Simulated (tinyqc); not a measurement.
Interface traps from C-V curves, high-low and Terman methods: subthreshold swing with traps.

MOS capacitor on an n-type substrate; psi is the band bending, negative in depletion; only majority carriers are counted. At the bending psi the Fermi level lies y = xi - psi below the conduction edge at the surface, xi = Vt ln(Nc/Nd). Dit(y) = D0 + D1 exp(-y/E1); traps fill up to the Fermi level, follow the bias and a slow signal, and do not follow a fast one. V is the gate voltage from flat band.

Cox = 3.9 eps0/EOT, LD = sqrt(eps0 eps_r Vt/(q Nd)), u = psi/Vt, Cd = (eps0 eps_r/(sqrt(2) LD)) |exp(u) - 1|/sqrt(exp(u) - u - 1). At psi = -0.321 V the swing of a transistor with this gate would be S = Vt ln 10 (1 + (Cd + q Dit)/Cox), Dit as above.

Parameters, values chosen for the exercise; band and dielectric values close to those of gallium nitride:
- T = 250 K (temperature)
- eps_r = 9.35 (relative permittivity)
- Nc = 1.77e18 cm^-3 (conduction-band density of states at T)
- Nd = 1.8e17 cm^-3 (donor density)
- EOT = 3 nm (equivalent oxide thickness)
- D1 = 3.9e12 cm^-2 eV^-1 (band-tail density at the conduction edge)
- E1 = 0.15 eV (decay energy of the tail)

Constants: q = 1.602176634e-19 C, kB = 1.380649e-23 J/K, Vt = kB T/q, eps0 = 8.8541878128e-14 F/cm where lengths are in cm. Results are converted to the units shown.

Subthreshold swing with traps:
```
D0 (cm^-2 eV^-1),Dit (cm^-2 eV^-1),q Dit/Cox,S (mV/decade)
8.5e9,3.389e11,0.04718,60.55
2.5e10,3.554e11,0.04948,60.66
7.3e10,4.034e11,0.05616,61.00
2.1e11,5.404e11,0.07523,61.94
6.2e11,9.504e11,0.1323,64.77
1.8e12,2.130e12,0.2965,72.92
5.3e12,5.630e12,0.7837,97.09
1.5e13,1.533e13,2.134,164.1
```

S rises from 60.6 to 164 mV/decade; without traps it is 58.2. The traps add 10 mV/decade at Dit = 1.45e12 cm^-2 eV^-1 and equal Cox at 7.18e12.

Numbers from tinyqc (`OMP_NUM_THREADS=1 python tinyqc.py 2030091 2030092 out.jsonl`; about 0.01 s on one thread of a shared Intel Xeon 2.30GHz).
